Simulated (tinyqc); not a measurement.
Same peak temperature, different pulse lengths: millisecond and nanosecond annealing: surface heating, thermal budget and solid-phase regrowth. Computed by tinyqc, a small Python program. Command: `OMP_NUM_THREADS=1 python tinyqc.py 3016793 3016794 out.jsonl flash walk`. One thread of a shared host (Intel(R) Xeon(R) Processor @ 2.30GHz), about 0.02 s of CPU time with the checks.

A square pulse heats the surface of a thick wafer with constant thermal properties; losses by radiation are neglected and silicon melts at 1414 C.

Inputs (values chosen for the exercise, modelled on hot silicon with boron): incident fluence = 5.99 J/cm^2; pulse length t_p = 0.0001 s; reflectance R = 0.35; thermal conductivity k = 0.23 W/(cm K); heat capacity per volume c = 2.19 J/(cm^3 K); preheat temperature T0 = 500 C; dopant prefactor D0 = 0.896 cm^2/s; dopant activation energy E = 3.52 eV; regrowth prefactor v0 = 4.8e+08 cm/s; regrowth energy E_v = 2.72 eV; amorphous layer = 14 nm.

Source: scanned laser.

Constants: k_B = 8.617333262e-05 eV/K.

Method:
- Absorbed flux q = (1 - R) fluence/t_p; kappa = k/c. With f(z, t) = (2 q/k) sqrt(kappa t) ierfc(z/(2 sqrt(kappa t))), ierfc(x) = exp(-x^2)/sqrt(pi) - x erfc(x): T = T0 + f(z, t) during the pulse and T0 + f(z, t) - f(z, t - t_p) after it.
- At the surface the rise at the end of the pulse is 2 q sqrt(t_p/(pi k c)); the fluence that just melts the surface scales with (1414 - T0).
- Temperatures in kelvin are T(C) + 273.15.
- Integrate exp(-E/(k_B T(t))) at the surface from 0 to 10 t_p (Gauss-Legendre, 60 points in sqrt(t) up to t_p and 60 in sqrt(t - t_p) after it). (Dt) = D0 x integral with E; regrowth = v0 x integral with E_v; effective time = integral/exp(-E/(k_B T_peak)).
- For each t_p the flux is set so that the peak temperature stays the same: q sqrt(t_p) is fixed.

absorbed flux q = 38935 W/cm^2

kappa = 0.105023 cm^2/s

Pulses:
```
t_p (s)   fluence (J/cm^2)  q (W/cm^2)  thermal length (um)  2 sqrt(Dt) (nm)  regrowth (nm)
1.00e-07        1.8942e-01  1.2312e+06           1.0248e+00       9.7479e-04     1.2928e-02
1.00e-06        5.9900e-01  3.8935e+05           3.2407e+00       3.0826e-03     1.2928e-01
1.00e-05        1.8942e+00  1.2312e+05           1.0248e+01       9.7479e-03     1.2928e+00
1.00e-04        5.9900e+00  3.8935e+04           3.2407e+01       3.0826e-02     1.2928e+01
3.00e-04        1.0375e+01  2.2479e+04           5.6131e+01       5.3392e-02     3.8784e+01
1.00e-03        1.8942e+01  1.2312e+04           1.0248e+02       9.7479e-02     1.2928e+02
3.00e-03        3.2809e+01  7.1085e+03           1.7750e+02       1.6884e-01     3.8784e+02
1.00e-02        5.9900e+01  3.8935e+03           3.2407e+02       3.0826e-01     1.2928e+03
```

Fluence and diffusion length grow as sqrt(t_p), regrowth as t_p. The layer of 14 nm regrows from t_p = 0.0003 s on among these rows, at a diffusion length of 0.053 nm. Caution: the shortest pulses need a source absorbed within their thermal length, and the longest also heat the back of the wafer, which the thick-wafer formula leaves out.

Extremes, crossings and ranges named in words are read from the listed rows.
